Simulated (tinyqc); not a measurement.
Effective charge: two electrons on one impurity (helium-like model).

Units Ha* = 2 Ry m/eps^2 and a* = a0 eps/m. One electron is bound by Z^2/2. Two electrons in the singlet built from exp(-a r) and exp(-b r): S = 8 (ab)^(3/2)/(a + b)^3, h_aa = a^2/2 - Z a, h_bb alike, h_ab = S (ab/2 - Z (a + b)/2), J = ab (a^2 + 3ab + b^2)/(a + b)^3, K = 20 (ab)^3/(a + b)^5, E = (h_aa + h_bb + 2 S h_ab + J + K)/(1 + S^2). For a = b this is a^2 - 2 Z a + 5a/8. Real double donors are deeper, since the central cell is left out.

Inputs chosen for the exercise (out of a larger set: near those of impurities in Si; not measured data): m = 0.314 m0 (one mean mass); eps = 11.5 (dielectric constant); Zs = (0.97, 1.04, 1.17, 1.5, 1.86, 2.51, 3.6) (charges).

Ha* = 64.6078 meV

Binding of the first electron, of the second (-E - Z^2/2) with equal and with unequal orbitals, and U, the first less the second (unequal).

Results (meV):
```
Z     first  second, equal  second, unequal   a/b      U  U/(Z Ha*)
0.97   30.4          -2.46             0.28  4.09   30.1      0.481
1.17   44.2           3.29             5.55  2.73   38.7      0.512
1.50   72.7          18.42            20.40  2.16   52.3      0.539
1.86  111.8          42.96            44.80  1.90   67.0      0.557
2.51  203.5         108.47           110.20  1.68   93.3      0.575
3.60  418.7         279.60           281.25  1.51  137.4      0.591
```

Give the missing row, Z = 1.04.

Computed row:
```
Z     first  second, equal  second, unequal   a/b     U  U/(Z Ha*)
1.04   34.9          -0.75             1.76  3.32  33.2      0.494
```

Equal orbitals bind a second electron only above Z = (5/16)/(1 - 1/sqrt2) = 1.067; unequal ones do so in 7 of the 7 rows. Their gain is 2.74 meV in the first row and 1.65 in the last, while the second binding grows to 281 meV, so the gain decides the matter only near Z = 1. U grows almost linearly with Z: U/(Z Ha*) goes from 0.481 to 0.591, towards 5/8, while the first binding grows as Z^2. Angular correlation is left out: at Z = 1 this function binds the second electron by 0.0133 Ha*, half the exact 0.0278.

Computed by tinyqc, a small Python program: `OMP_NUM_THREADS=1 python tinyqc.py 1282012 1282013 out.jsonl` (the numbers bound the seed that draws the inputs); one thread of a shared host (Intel(R) Xeon(R) Processor @ 2.30GHz), about 0.02 s for the whole set of steps.
